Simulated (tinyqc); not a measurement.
From results back to parameters: Wannier-Stark ladder of a miniband. Four cases, with inputs chosen for the exercise.

Problem. The lines of a Wannier-Stark ladder are spaced by e F d, and the strengths of the lines j = 1 and j = 0 stand as J_1(x)^2/J_0(x)^2 with x = W/(2 e F d) below the first zero of J_0, 2.405; 1 kV/cm = 0.01 meV/angstrom. Both were computed from hidden F and W.

Find: F; x; W.

Method. J_1/J_0 rises steadily from 0 to infinity on that interval, so the ratio fixes x, and W = 2 x e F d.

Case 1.

Values chosen (out of a larger set: near those of a GaAs/AlGaAs superlattice; not measured data): d = 71 angstrom (period).

spacing = 4.260 meV
ratio = 1.27408

Solution.

F = 6.00 kV/cm
x = 1.526
W = 13.0 meV

Case 2.

Values chosen (out of a larger set: near those of a GaAs/AlGaAs superlattice; not measured data): d = 78 angstrom (period).

spacing = 9.360 meV
ratio = 0.222602

Solution.

F = 12.0 kV/cm
x = 0.855
W = 16.0 meV

Case 3.

Values chosen (out of a larger set: near those of a non-polar GaN/AlGaN superlattice; not measured data): d = 45 angstrom (period).

spacing = 8.550 meV
ratio = 0.685112

Solution.

F = 19.0 kV/cm
x = 1.287
W = 22.0 meV

Case 4.

Values chosen (out of a larger set: near those of a non-polar GaN/AlGaN superlattice; not measured data): d = 47 angstrom (period).

spacing = 11.280 meV
ratio = 0.489113

Solution.

F = 24.0 kV/cm
x = 1.152
W = 26.0 meV

Computed by tinyqc, one run a case: `OMP_NUM_THREADS=1 python tinyqc.py N N+1 out.jsonl` with N = 1251665, 1251975, 1252143, 1252236; one thread of a shared Intel(R) Xeon(R) Processor @ 2.30GHz, about 0.01 s a run at most.
